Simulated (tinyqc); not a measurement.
Inside a calculation. Model: read current of a NAND string, cells in series solved by shooting.

Computed by the program tinyqc: `OMP_NUM_THREADS=1 python tinyqc.py 2142196 2142197 out.jsonl`, one thread of a shared Intel Xeon 2.30GHz, about 1 s for the whole run. Printed values are rounded.

Cells in series, numbered from 0 at the source line (0 V) to the bit line, each followed by a gap resistance Rg. A cell with gate Vg, threshold VT, source Vs and drain Vd passes I = 2 nf K Vt^2 [F(Vs) - F(Vd)]/(1 + th max(Vg - VT, 0)), F(V) = ln^2(1 + exp((Vg - VT - nf V)/(2 nf Vt))). The selected cell has Vg = Vr, the others Vg = Vp.

Parameters, values chosen for the exercise; values of the order met in vertical NAND strings: temperature T = 300 K; gain factor of a cell K = 30 uA/V^2; slope factor nf = 1.8; mobility reduction factor th = 0.06 1/V; resistance of the gap between cells Rg = 2.7 kohm; bit-line voltage Vbl = 0.7 V; pass voltage Vp = 6.4 V; read voltage on the selected word line Vr = 3.11 V.

Constants: q = 1.602176634e-19 C, kB = 1.380649e-23 J/K, Vt = kB T/q. Results are converted to the units shown.

## Step 1: node voltages for a trial current

first trial current = 3.7 uA
thresholds from the source end, cell 0 to 4 (V): 3.7  -1.3  3.7  1.6  3.7

For a trial current I start at 0 V and, cell by cell (the selected one is cell 3), solve for the drain: sqrt(F(Vd)) = sqrt(F(Vs) - I/k), k = 2 nf K Vt^2/(1 + th max(Vg - VT, 0)), Vd = [Vg - VT - 2 nf Vt ln(exp(sqrt F) - 1)]/nf, then add I Rg.

node voltage after each cell and gap, trial 1, cell 0 to 4 (V): 0.0640429  0.0978736  0.165847  0.297941  0.376099

## Step 2: node voltages for a trial current

second trial current = 5.3 uA

As before.

node voltage after each cell and gap, trial 2, cell 0 to 4 (V): 0.0923734  0.141109  0.242112  0.476322  0.608871

## Course of the secant iteration

Secant steps on the end voltage less Vbl, from the two trials; a trial above the saturation current of a cell has no solution and is moved halfway to the previous trial. Stop below 1e-9 V.

Course of the iteration:
```
iteration   I (uA)  end voltage - Vbl (V)  halvings
1          5.92640                 0.0357         0
2          5.75021               -3.88e-3         0
3          5.76749               -1.67e-4         0
4          5.76827                7.79e-7         0
5          5.76826              -1.57e-10         0
```

Converged in 5 iterations to I = 5.7683 uA. The selected cell takes 37.7 % of the bit-line voltage and the gaps together 11.1 %.
